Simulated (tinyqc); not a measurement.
Worked calculation: exchange-only LDA atom on a uniform radial grid, spin-unpolarised, for Be+. Computed by tinyqc, a small Python program that keeps every step. Settings: Z = 4, points = 64, R = 12.5, functional = Slater exchange alone, mixing = 0.4, iteration cap = 83. Command: `OMP_NUM_THREADS=1 python tinyqc.py 29788 29789 out.jsonl` (the two numbers bound the seeds that draw the settings). One thread of a shared host (Intel(R) Xeon(R) Processor @ 2.60GHz), about 0.04 s of CPU time with the checks. Later iterations appear only in the table of the cycle.

## Iteration 1

Spherical atom on a uniform radial grid r_j = j h with h = R/(N + 1), h sum u^2 = 1 and integrals as h times sums, u(0) = u(R) = 0 (atomic units):
```
parameter            value
Z                        4
points N                64
R                12.500000
h                 0.192308
mixing            0.400000
electrons in 1s          2
electrons in 2s          1
```

Three-point differences turn -u''/2 + [l(l+1)/2r^2 - Z/r + V] u = e u into a tridiagonal matrix (diagonal 1/h^2 + potential, off-diagonal -1/2h^2). D = sum f u^2; the Hartree potential y/r solves y'' = -D/r with y(0) = 0, y(R) = N_e; v_xc comes from rho = D/(4 pi r^2); E = sum f e - int D V + int D (V_H/2 + eps_xc); V(new) = V + mixing (V_H + v_xc - V).

eigenvalues (hartree): 1s -7.074536, 2s -1.931048

Every 4th grid point:
```
r              V in     u(1s)      u(2s)         D       V_H       v_xc
0.769231   0.000000  0.644151  -0.436850  1.020699  3.295098  -0.507982
1.538462   0.000000  0.075735  -0.834728  0.708243  1.883064  -0.283307
2.307692   0.000000  0.006678  -0.492290  0.242438  1.293664  -0.151241
3.076923   0.000000  0.000523  -0.209440  0.043866  0.974483  -0.070613
3.846154   0.000000  0.000038  -0.075881  0.005758  0.779962  -0.030926
4.615385   0.000000  2.71e-06  -0.024967  0.000623  0.649997  -0.013053
5.384615   0.000000  1.86e-07  -0.007703  0.000059  0.557143  -0.005378
6.153846   0.000000  1.25e-08  -0.002269  0.000005  0.487500  -0.002178
6.923077   0.000000  8.27e-10  -0.000646  4.17e-07  0.433333  -0.000871
7.692308   0.000000  5.40e-11  -0.000179  3.20e-08  0.390000  -0.000345
8.461538   0.000000         0  -0.000048  2.35e-09  0.354545  -0.000136
9.230769   0.000000         0  -0.000013  1.67e-10  0.325000  -0.000053
10.000000  0.000000         0  -3.39e-06  1.15e-11  0.300000  -0.000021
10.769231  0.000000         0  -8.76e-07         0  0.278571   0.000000
11.538462  0.000000         0  -2.18e-07         0  0.260000   0.000000
12.307692  0.000000         0  -2.84e-08         0  0.243750   0.000000
```

total energy = -11.71682787 hartree

## Iteration 2

As before.

eigenvalues (hartree): 1s -5.423293, 2s -1.222605

Every 4th grid point:
```
r              V in     u(1s)      u(2s)         D       V_H       v_xc
0.769231   1.114846  0.697234  -0.285376  1.053709  3.190606  -0.513401
1.538462   0.639903  0.104924  -0.791210  0.648031  1.841743  -0.275039
2.307692   0.456969  0.012231  -0.598530  0.358537  1.284217  -0.172311
3.076923   0.361548  0.001285  -0.326911  0.106874  0.972927  -0.095017
3.846154   0.299614  0.000128  -0.152958  0.023396  0.779746  -0.049350
4.615385   0.254778  0.000012  -0.065404  0.004278  0.649970  -0.024804
5.384615   0.220706  1.15e-06  -0.026369  0.000695  0.557140  -0.012215
6.153846   0.194129  1.05e-07  -0.010199  0.000104  0.487500  -0.005932
6.923077   0.172985  9.59e-09  -0.003825  0.000015  0.433333  -0.002852
7.692308   0.155862  8.63e-10  -0.001401  1.96e-06  0.390000  -0.001361
8.461538   0.141764  7.71e-11  -0.000503  2.53e-07  0.354545  -0.000645
9.230769   0.129979         0  -0.000178  3.16e-08  0.325000  -0.000304
10.000000  0.119992         0  -0.000062  3.85e-09  0.300000  -0.000143
10.769231  0.111429         0  -0.000021  4.52e-10  0.278571  -0.000067
11.538462  0.104000         0  -0.000007  4.67e-11  0.260000  -0.000030
12.307692  0.097500         0  -1.04e-06         0  0.243750   0.000000
```

total energy = -12.03423150 hartree

## Convergence

Stop when input and output potentials agree to 1e-7.

Course of the cycle (hartree):
```
iteration             E      e(1s)      e(2s)  largest |V(out) - V(in)|
1          -11.71682787  -7.074536  -1.931048                  5.28e+00
2          -12.03423150  -5.423293  -1.222605                  2.81e+00
3          -12.14185597  -4.541589  -0.859502                  1.47e+00
4          -12.17619454  -4.072668  -0.668656                  7.64e-01
5          -12.18675271  -3.824278  -0.566256                  3.93e-01
6          -12.18994235  -3.693158  -0.510480                  2.01e-01
7          -12.19090240  -3.624131  -0.479790                  1.02e-01
8          -12.19119296  -3.587872  -0.462793                  5.18e-02
9          -12.19128186  -3.568865  -0.453340                  2.73e-02
10         -12.19130944  -3.558923  -0.448069                  1.44e-02
11         -12.19131812  -3.553737  -0.445126                  7.58e-03
...                 ...        ...        ...                       ...
22         -12.19132223  -3.548214  -0.441406                  1.34e-05
23         -12.19132223  -3.548214  -0.441403                  7.66e-06
24         -12.19132223  -3.548214  -0.441402                  4.39e-06
25         -12.19132223  -3.548214  -0.441401                  2.51e-06
26         -12.19132223  -3.548215  -0.441401                  1.44e-06
27         -12.19132223  -3.548215  -0.441401                  8.21e-07
28         -12.19132223  -3.548215  -0.441401                  4.69e-07
29         -12.19132223  -3.548215  -0.441401                  2.99e-07
30         -12.19132223  -3.548215  -0.441400                  1.98e-07
31         -12.19132223  -3.548215  -0.441400                  1.30e-07
32         -12.19132223  -3.548215  -0.441400                  8.47e-08
```

Converged in 32 iterations. A uniform grid resolves the cusp poorly: for a bare nucleus this grid gives 1s at -7.07454 against -Z^2/2 = -8 hartree. Before convergence this energy mixes input and output and is not variational, so it may rise towards its limit.
